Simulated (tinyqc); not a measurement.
From results back to parameters: five-level k.p model folded onto the conduction band. Three cases, with inputs chosen for the exercise.

Problem. The levels are known; the mass and the g factor at E = Eg are given. Find Ep and Ep2.

Second-order sums for the lowest conduction level at E: 1/m = 1 + Cm + (Ep/3)(2/E + 1/(E + Dso)) - (Ep2/3)(2/(E7 + D2 - E) + 1/(E7 - E)); g/2 = 1 + Cg - (Ep/3)(1/E - 1/(E + Dso)) - (Ep2/3)(1/(E7 - E) - 1/(E7 + D2 - E)). E is counted from the top of the valence band; E = Eg at the edge.

Case 1.

Values chosen (near those of InAs; not measured data):
- Eg = 0.401 eV (gap at Gamma to the s-like level)
- Dso = 0.375 eV (spin-orbit splitting)
- E7 = 4.32 eV (upper Gamma7 conduction level, from the valence top)
- D2 = 0.17 eV (its spin-orbit splitting, Gamma8 above Gamma7)
- Cm = -1 (remote term in 1/m)
- Cg = -0.02 (remote term in g/2)

m = 0.02366509 m0
g = -14.441462

Case 2.

Values chosen (near those of InSb; not measured data):
- Eg = 0.224 eV (gap at Gamma to the s-like level)
- Dso = 0.764 eV (spin-orbit splitting)
- E7 = 3.08 eV (upper Gamma7 conduction level, from the valence top)
- D2 = 0.32 eV (its spin-orbit splitting, Gamma8 above Gamma7)
- Cm = -2 (remote term in 1/m)
- Cg = 0 (remote term in g/2)

m = 0.01353935 m0
g = -50.268256

Case 3.

Values chosen (near those of InP; not measured data):
- Eg = 1.361 eV (gap at Gamma to the s-like level)
- Dso = 0.109 eV (spin-orbit splitting)
- E7 = 4.61 eV (upper Gamma7 conduction level, from the valence top)
- D2 = 0.07 eV (its spin-orbit splitting, Gamma8 above Gamma7)
- Cm = -2.2 (remote term in 1/m)
- Cg = 0 (remote term in g/2)

m = 0.08177179 m0
g = 1.218817

Find: coefficients of (Ep, Ep2); right-hand sides 1/m - 1 - Cm and 1 + Cg - g/2; Ep, Ep2.

Solution. Both sums are linear in Ep and Ep2, so two equations fix them.

Case 1.

coefficients of (Ep, Ep2) (1/eV):
```
         1         2
1  2.09206  -0.24809
2  0.40170   0.00354
```

right-hand sides 1/m - 1 - Cm and 1 + Cg - g/2: 42.2563  8.2007

Ep, Ep2 (eV): 20.40  1.70

Case 2.

coefficients of (Ep, Ep2) (1/eV):
```
         1         2
1  3.31357  -0.32662
2  1.15071   0.01176
```

right-hand sides 1/m - 1 - Cm and 1 + Cg - g/2: 74.8588  26.1341

Ep, Ep2 (eV): 22.70  1.10

Case 3.

coefficients of (Ep, Ep2) (1/eV):
```
         1         2
1  0.71659  -0.30346
2  0.01816   0.00216
```

right-hand sides 1/m - 1 - Cm and 1 + Cg - g/2: 13.4292  0.3906

Ep, Ep2 (eV): 20.90  5.10

Computed by tinyqc, one run a case: `OMP_NUM_THREADS=1 python tinyqc.py N N+1 out.jsonl` with N = 1050878, 1050906, 1050928; one thread of a shared Intel(R) Xeon(R) Processor @ 2.30GHz, about 0.01 s a run at most.
